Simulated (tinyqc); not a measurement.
MOS structure on a p-type body with a surface-enhanced doping, non-linear Poisson equation by Newton steps: one step of the calculation.

One dimension, insulator interface at x = 0, acceptor density Na + N0 exp(-x/Ls), net doping C = -(acceptor density). psi is counted from the intrinsic level: n = ni exp((psi - Vb)/Vt), p = ni exp(-psi/Vt); deep in the body psi_b = -Vt ln(Na/ni). The gate acts through Cox = eps0 eox/tox and has the potential psi_G = Vg - (phiM - chi - Vt ln(Nc/ni)). Boltzmann statistics, full ionisation, classical densities, no oxide or interface charge. Acceptors in real wide-gap material are deep and only partly ionised in the neutral body.

Problem. Converged densities and sheet charges. n and p as above; box widths w_i (half boxes at both ends); band bending psi_0 - psi_b; N_inv = sum w n; N_dep = -sum w (p + C); centroid sum w n x/N_inv; gate charge Cox (psi_G - psi_0)/q.

Inputs (values chosen for the exercise); band and dielectric values close to those of 4H silicon carbide:
```
symbol    value   unit                                                                 meaning
T           300      K                                                             temperature
Eg         3.28     eV                                                                band gap
Nc      1.73e19  cm^-3                                  conduction-band density of states at T
Nv      2.51e19  cm^-3                                     valence-band density of states at T
chi        3.54     eV                                                       electron affinity
eox         3.9         relative permittivity of the gate insulator (close to silicon dioxide)
tox         1.8     nm                                                     insulator thickness
phiM       4.11     eV                                                      gate work function
Vb          0.6      V                         electron quasi-Fermi potential against the body
Vg         1.43      V                                           gate voltage against the body
```

Constants: q = 1.602176634e-19 C, kB = 1.380649e-23 J/K, Vt = kB T/q, eps0 = 8.8541878128e-14 F/cm where lengths are in cm. Results are converted to the units shown.

```
node  x (nm)  converged psi (V)  net doping C (cm^-3)
0          0          2.2437958              -2.34e16
1        0.8          2.2134192         -2.3269566e16
2        2.1          2.1830161         -2.3059623e16
3       4.22          2.1490758         -2.2722533e16
4       7.67          2.1052903         -2.2187667e16
5       13.3          2.0402912         -2.1350061e16
6       22.4          1.9390346         -2.0083661e16
7       37.3          1.7799731         -1.8223518e16
8       61.5          1.5376496         -1.5691114e16
9        101          1.1787959         -1.2586397e16
10       165          0.6748072         -9.4163429e15
11       269          0.0086518         -6.9603610e15
12       439         -0.7790916         -5.7326923e15
13       715         -1.4025121         -5.4270619e15
14      1160         -1.4262808         -5.4004736e15
15      1900         -1.4265105         -5.4000006e15
```

ni = 5.8623602e-9 cm^-3

Wanted: n; p; band bending; N_inv; N_dep; centroid of the electrons; gate charge over q.

Solution.

```
node  n (cm^-3)  p (cm^-3)
0      2.413e19  1.186e-46
1      7.453e18  3.839e-46
2      2.299e18  1.245e-45
3      6.186e17  4.626e-45
4      1.137e17  2.516e-44
5      9.202e15  3.109e-43
6      1.832e14  1.562e-41
7      3.897e11  7.342e-39
8       3.310e7  8.644e-35
9         31.00  9.229e-29
10     1.059e-7  2.703e-20
11    6.821e-19   4.195e-9
12    3.984e-32    7.182e4
13    1.341e-42   2.134e15
14    5.346e-43   5.352e15
15    5.299e-43   5.400e15
```

band bending = 3.670 V
N_inv = 2.372e12 cm^-2
N_dep = 6.381e11 cm^-2
centroid of the electrons = 1.126 nm
gate charge over q = 3.010e12 cm^-2

N_inv + N_dep is within 0.01 % of the gate charge.

Program tinyqc, `OMP_NUM_THREADS=1 python tinyqc.py 2080024 2080025 out.jsonl`; Intel Xeon 2.30GHz, shared host, one thread, about 0.6 s.
